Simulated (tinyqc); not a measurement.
Formation energy of a charged point defect from supercell energies: one step, computed by the program tinyqc. Command: `OMP_NUM_THREADS=1 python tinyqc.py 3026393 3026394 out.jsonl formation walk`. One thread of a shared host (Intel(R) Xeon(R) Processor @ 2.30GHz), about 0.01 s of CPU time with the checks.

The host is a compound AB. Making the defect adds n_A = -1, n_B = 0, n_X = 1 atoms to the cell. All total energies are inputs. E_F is counted from the valence-band maximum (VBM); x = 0 is A-rich and x = 1 B-rich growth.

Task: Transition levels and the lower envelope. eps(q/q') = [E_f(q', 0) - E_f(q, 0)]/(q - q'). U of state q is eps(q/q-1) - eps(q+1/q). The stable state at each E_F is the lowest line E_f(q, 0) + q E_F.

Inputs (values chosen for the exercise, with gap and screening modelled on CdTe): gap E_g = 1.51 eV; dielectric constant eps = 10; cell length L = 21.2 angstrom.

Defect: impurity X on an A site. Supercell lattice: bcc.

charge states q: 0  -1  -2  -3

E_f(q, 0) (eV): (q=0) 3.034000, (q=-1) 3.528096, (q=-2) 4.330385, (q=-3) 5.326867

Give: One-electron levels above the VBM (eV); Stable states.

Result:

One-electron levels above the VBM (eV):
```
level    energy  U of the state between this level and the next
(0/-1)   0.4941                                          0.3082
(-1/-2)  0.8023                                          0.1942
(-2/-3)  0.9965                                               -
```

Stable states:
```
q   from E_F (eV)  to E_F (eV)
0          0.0000        0.494
-1         0.4941        0.802
-2         0.8023        0.996
-3         0.9965        1.510
```

Stable in the gap, from the VBM up: 0, -1, -2, -3. Caution: the largest image-charge correction in these energies, q^2 alpha e^2/(8 pi eps_0 eps L) with alpha = 2.888462, exceeds a quarter of the gap; the point-charge term alone is then a rough estimate, usually too large for a charge that is spread out.
